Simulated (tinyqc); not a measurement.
X-ray reflectivity of a thin film on silicon: critical angles, Parratt recursion, fringes and roughness. Changing the film density rho. Computed by tinyqc, a small Python program. Command: `OMP_NUM_THREADS=1 python tinyqc.py 3120185 3120186 out.jsonl xrr sweep`. One thread of a shared host (Intel(R) Xeon(R) Processor @ 2.30GHz), about 0.01 s of CPU time with the checks.

n = 1 - delta + i beta; the classical electron radius is r_e = 2.8179403e-6 nm. Layer 0 is vacuum, 1 the film, 2 the substrate.

Inputs (values chosen for the exercise, modelled on a porous low-k film on silicon, copper K-alpha radiation):
```
quantity                                        value     unit
wavelength lambda                             0.15406       nm
effective electrons per unit mass, film         0.516    mol/g
beta/delta, film                               0.0091        -
film thickness d                                 7.34       nm
roughness of the surface sigma_1                 0.41       nm
roughness of the interface sigma_2               0.23       nm
substrate density                                2.33   g/cm^3
effective electrons per unit mass, substrate    0.507    mol/g
beta/delta, substrate                           0.023        -
grazing angle theta                              1.65  degrees
```

Constants: N_A = 6.02214076e+23 1/mol.

Method:
- delta = r_e lambda^2 rho_e/(2 pi), rho_e = density x electrons per mass x N_A; critical angle sqrt(2 delta), q_c = 4 sqrt(pi r_e rho_e).
- k_j = (2 pi/lambda) sqrt(sin^2 theta - 2 delta_j + 2 i beta_j); r_ij = (k_i - k_j)/(k_i + k_j) x exp(-2 k_i k_j sigma^2) (Nevot-Croce); r = (r_01 + r_12 p)/(1 + r_01 r_12 p), p = exp(2 i k_1 d); R = |r|^2.
- Far above the critical angle the period is d theta = lambda/(2 d), or 2 pi/d in q; the envelope runs between (|r_01| - |r_12 p|)^2 and (|r_01| + |r_12 p|)^2; contrast = 2 a b/(a^2 + b^2) with a = |r_01|, b = |r_12 p|; roughness factors on the amplitudes are about exp(-q^2 sigma^2/2).

One run for each value:
```
film density rho (g/cm^3)  critical angle of the film (degrees)  contrast  reflectivity R
0.665                                                   0.12018   0.54291      8.2606e-06
0.788                                                   0.13082   0.66200      7.2783e-06
0.912                                                   0.14073   0.77762      6.4348e-06
1.040                                                   0.15029   0.88258      5.7229e-06
1.160                                                   0.15872   0.95664      5.2060e-06
1.280                                                   0.16673   0.99604      4.8383e-06
1.410                                                   0.17499   0.98950      4.6126e-06
1.530                                                   0.18228   0.93395      4.5677e-06
```

Over the rows, critical angle of the film (degrees) rises from 0.120 to 0.182 (exponent d ln y / d ln x about 0.50 throughout); contrast goes from 0.543 through a maximum among these rows, 0.996 at 1.28, to 0.934; reflectivity R falls from 8.26e-6 to 4.57e-6 (exponent d ln y / d ln x -0.75 between the first rows and -0.12 between the last). The exponent of critical angle of the film stays at 0.50: delta is proportional to the density.

Extremes, crossings and ranges named in words are read from the listed rows.
